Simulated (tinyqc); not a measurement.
Worked calculation: precursor delivery by bubblers, mass-transport growth and the solid composition of a III-V alloy. Computed by tinyqc, a small Python program that keeps every step. Command: `OMP_NUM_THREADS=1 python tinyqc.py 3009364 3009365 out.jsonl movpe_thermo walk`. One thread of a shared host (Intel(R) Xeon(R) Processor @ 2.30GHz), about 0.01 s of CPU time with the checks. Intermediate numbers are printed to about 5 digits and carried at full precision; extremes and crossings named in words are read from the listed rows.

1 sccm = 44.615 micromol/min; 1 torr = 133.322 Pa. The sources decompose fully at the surface.

Inputs (values chosen for the exercise, modelled on triethylgallium (source 1) and trimethylindium (source 2) for the vapour pressures): bath temperature T1 = 291 K; bath temperature T2 = 298 K; bubbler pressure p_b = 1400 torr; carrier flow F1 = 75 sccm; carrier flow F2 = 87 sccm; total flow F_t = 22 slm; group-V flow F_V = 84 sccm; reactor pressure p = 40 torr; growth temperature T = 1050 K; diffusivity at 273 K and 760 torr = 0.4 cm^2/s; flow cross-section A = 68 cm^2; distance from the leading edge z = 14 cm; lattice constant a = 5.52 angstrom; interaction L0 of the solid = 7.4 kJ/mol; log10 of p_B,eq over pure BC at 1000 K and 1 torr of group V (exaggerated: liquid indium has about -4.1) = -3.6 log10 torr; enthalpy of that equilibrium H = 345 kJ/mol.

Alloy: mixing on the group-III sites, with desorption of B.

constants a, b of source 1 (log10 torr, K): [8.107, 2162]

constants a, b of source 2 (log10 torr, K): [10.52, 3014]

Constants: k_B = 1.380649e-23 J/K; R = 8.314462618 J/(mol K).

## Bubblers

log10 p_v = a - b/T_bath; molar flow = F x 44.615 x p_v/(p_b - p_v) for a saturated bubbler.

vapour pressure 1 = 4.7582 torr

molar flow 1 = 11.411 micromol/min

vapour pressure 2 = 2.5463 torr

molar flow 2 = 7.0724 micromol/min

One kelvin of bath error changes flow 1 by 5.9 % and flow 2 by 7.8 %.

## Partial pressures in the reactor

p_i = p n_i/(44615 F_t), F_t in slm; p_V = p F_V/(1000 F_t), counted per molecule supplied; V/III = 44.615 F_V/(n1 + n2); vapour fraction of source 2 = n2/(n1 + n2).

p_1 = 4.6505e-04 torr

p_2 = 2.8822e-04 torr

p_V = 0.15273 torr

V/III ratio = 202.75

vapour fraction of source 2 = 0.38263

## Mass transport

Mean velocity u = (F_t/A)(760/p)(T/273); D = D0 (T/273)^1.75 (760/p); boundary layer delta = sqrt(pi D z/u); flux = D dp/(delta k_B T); growth rate = flux x a^3/4.

velocity u = 394.04 cm/s

D = 80.281 cm^2/s

boundary layer delta = 2.9935 cm

growth rate per torr of group III = 373.36 micrometre/(h torr)

Caution: the boundary layer is a quarter or more of the root of the cross-section, so it fills much of the channel and depletion along the flow matters.

## Solid composition

A sticks fully. B desorbs: its surface pressure is p_B* = x gamma_B K/sqrt(p_V), ln gamma_B = L0 (1 - x)^2/(R T), K = 10^(log10 K at 1000 K) exp[-(H/R)(1/T - 1/1000)], p_V in torr. With equal diffusivities x = (p_2 - p_B*)/(p_1 + p_2 - p_B*). Growth rate = rate per torr x p_1/(1 - x).

K/sqrt(p_V) = 0.0046362 torr

solid fraction x = 0.026618

share of B incorporated, 1 - p_B*/p_2 = 0.044123

growth rate = 0.17838 micrometre/h

Only 4 % of the B supplied is built in; more group V or a lower T would raise it.

## Incorporation against temperature

A sticks fully. B desorbs: its surface pressure is p_B* = x gamma_B K/sqrt(p_V), ln gamma_B = L0 (1 - x)^2/(R T), K = 10^(log10 K at 1000 K) exp[-(H/R)(1/T - 1/1000)], p_V in torr. With equal diffusivities x = (p_2 - p_B*)/(p_1 + p_2 - p_B*).

At fixed flows:
```
T (K)  K/sqrt(p_V) (torr)        x  share of B incorporated, 1 - p_B*/p_2
863            8.8572e-07  0.38222                                0.99826
898            5.7698e-06  0.37999                                0.98887
930            2.8291e-05  0.36983                                0.94691
954            8.6921e-05  0.34373                                0.84508
981            2.8775e-04  0.26161                                0.57167
1007           8.5765e-04  0.13055                                0.24227
1038           2.9360e-03  0.04153                                0.06992
1081           1.4399e-02  0.00879                                0.01430
```

x equals the vapour fraction 0.383 while gamma_B K/sqrt(p_V) is small against p_1 + p_2 = 7.5e-4 torr and falls once it is not. Between the last rows the apparent energy R d ln x/d(1/T) is 337 kJ/mol, against H = 345.

Checks made by the program: the sensitivity to the bath against a difference (relative difference below 1e-10).
